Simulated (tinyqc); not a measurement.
Boltzmann transport in a parabolic band with a power-law relaxation time: one step. Integrals for r = -0.5 (acoustic phonons). Two cases, with inputs chosen for the exercise.

Problem. Evaluate F_j and K_j for j = 1/2, r + 1/2, r + 3/2, r + 5/2 and 2r + 1/2 (each value once).

F_j(eta) = (1/Gamma(j + 1)) integral_0^infinity x^j dx/(1 + exp(x - eta)), which tends to exp(eta) for eta << 0.

tau = tau0 x^r with x = E/kT. With K_j = Gamma(j + 1) F_j(eta): <tau> = tau0 (r + 3/2) K_(r+1/2)/((3/2) K_(1/2)); mu = <tau>/(mc m0/e), m0/e = 5.685630e-12 kg/C; Hall factor rH = (3/2) K_(1/2) (2r + 3/2) K_(2r+1/2)/((r + 3/2) K_(r+1/2))^2; Seebeck S = -(kB/e) [(r + 5/2) K_(r+3/2)/((r + 3/2) K_(r+1/2)) - eta]; Lorenz number L = (kB/e)^2 [(r + 7/2) K_(r+5/2)/((r + 3/2) K_(r+1/2)) - ((r + 5/2) K_(r+3/2)/((r + 3/2) K_(r+1/2)))^2]; kB/e in V/K. Valley anisotropy is left out of rH.

Case 1.

Values chosen (out of a larger set: masses near those of Ge; tau0 is set for a mobility of the usual size at this n, kL is a free input; freeze-out and phonon drag, which matter near 77 K, are left out; not measured data): r = -0.5 (exponent of tau).

eta = -4.662661

Case 2.

Values chosen (out of a larger set: masses near those of SiC; tau0 is set for a mobility of the usual size at this n, kL is a free input; freeze-out and phonon drag, which matter near 77 K, are left out; not measured data): r = -0.5 (exponent of tau).

eta = -3.461763

Give: F_j and K_j.

Solution.

Case 1.

F_j and K_j:
```
j           F_j        K_j
0.5   0.0094099  0.0083393
0.0   0.0093970  0.0093970
1.0   0.0094191  0.0094191
2.0   0.0094302   0.018860
-0.5  0.0093788   0.016623
```

Case 2.

F_j and K_j:
```
j          F_j       K_j
0.5   0.031032  0.027502
0.0   0.030892  0.030892
1.0   0.031132  0.031132
2.0   0.031252  0.062505
-0.5  0.030696  0.054407
```

Computed by tinyqc, one run a case: `OMP_NUM_THREADS=1 python tinyqc.py N N+1 out.jsonl` with N = 1682430, 1682632; one thread of a shared Intel(R) Xeon(R) Processor @ 2.30GHz, about 0.01 s a run at most.
